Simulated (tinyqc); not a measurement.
Worked calculation: one-electron ion in a basis of Gaussians. One step of it, computed by the program tinyqc.

Problem. Matrices over normalised Gaussians. With p = a_i + a_j and I(k) = Gamma((k+1)/2) / (2 p^((k+1)/2)): S = I(2l+2), T = (2l+3) a_i a_j S / p, V = -Z I(2l+1), each divided by sqrt(S_ii S_jj).

exponents of r^l exp(-a r^2) (1/bohr^2): 0.680400  2.093000

Z = 3

l = 0

Give: S; T; V.

Solution.

S:
```
       1      2
1  1.000  0.798
2  0.798  1.000
```

T (hartree):
```
       1      2
1  1.021  1.230
2  1.230  3.139
```

V (hartree):
```
        1       2
1  -3.949  -4.500
2  -4.500  -6.926
```
